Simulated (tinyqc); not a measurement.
# From one set of inputs to another, one input at a time

Model: gas flow in a process chamber: flow regimes, conductance, effective pumping speed, pump-down, outgassing and purge. Computed by tinyqc, a small Python program. Command: `OMP_NUM_THREADS=1 python tinyqc.py 3120965 3120966 out.jsonl pump ladder`. One thread of a shared host (Intel(R) Xeon(R) Processor @ 2.30GHz), about 0.01 s of CPU time with the checks.

Ideal gas, isothermal flow, a pump of constant speed at the end of a round pipe; process gas, volume gas and outgassing are given the same properties. 1 sccm = 101325 Pa x 1e-6 m^3/60 s x T/273.15 K.

The inputs printed are set A. Set A is modelled on water vapour near room temperature; the values taken over come from a set modelled on nitrogen near room temperature. Inputs not listed in the table keep their values of set A, so the rows need not describe a real material.

Inputs (values chosen for the exercise, modelled on water vapour near room temperature):
```
quantity            value           unit
molar mass M        18.02          g/mol
molecular diameter   0.46             nm
viscosity eta         9.9  micropascal s
temperature T         300              K
chamber volume V       17              L
pipe diameter d       2.5             cm
pipe length l          51             cm
pump speed S           31            L/s
process gas flow       11           sccm
```

Constants: k_B = 1.380649e-23 J/K; u = 1.6605390666e-27 kg.

Method:
- Mean speed c = sqrt(8 k_B T/(pi m)); aperture conductance C_a = c pi d^2/16; molecular pipe C_m = C_a/(1 + 3 l/(4 d)) (Dushman form); viscous pipe C_v = pi d^4 p_mean/(128 eta l); Knudsen interpolation C = C_v + C_m (1 + x)/(1 + 1.24 x), x = d p_mean sqrt(m/(k_B T))/eta.
- Effective speed 1/S_eff = 1/S + 1/C_m; time constant V/S_eff; pressure at which the free path k_B T/(sqrt2 pi d_m^2 p) equals d.
- Steady flow: the pump inlet is at p_2 = Q/S, and the chamber pressure p_1 solves Q = C((p_1 + p_2)/2) (p_1 - p_2). Residence time = p_1 V/Q.
- Knudsen number = free path at the mean pressure over d.

Each row keeps all changes above it:
```
input moved               from     to  chamber pressure p_1 (Pa)  residence time (s)  conductance C (L/s)
set A                        -      -                  3.382e+00           2.818e+00            7.489e+00
chamber volume V (L)        17    170                  3.382e+00           2.818e+01            7.489e+00
pipe diameter d (cm)       2.5     25                  6.595e-01           5.495e+00            1.484e+04
molar mass M (g/mol)     18.02  28.01                  6.596e-01           5.496e+00            1.438e+04
pump speed S (L/s)          31   3300                  1.515e-02           1.262e-01            2.276e+03
pipe length l (cm)          51     14                  1.089e-02           9.078e-02            4.330e+03
process gas flow (sccm)     11    100                  7.911e-02           7.251e-02            8.097e+03
```

Where does the difference come from?

Chamber pressure p_1 goes from 3.38 to 0.0791, a factor 0.0234 in all. The largest single move comes from pump speed S (a factor 0.0230), and process gas flow works against it (a factor 7.26). Residence time goes from 2.82 to 0.0725, a factor 0.0257 in all. The largest single move comes from pump speed S (a factor 0.0230), and chamber volume V works against it (a factor 10.0). Conductance C goes from 7.49 to 8100, a factor 1080 in all. The largest single move comes from pipe diameter d (a factor 1980), and pump speed S works against it (a factor 0.158). The single moves hold for this order of the switches; the total does not depend on the order.

Extremes, crossings and ranges named in words are read from the listed rows.
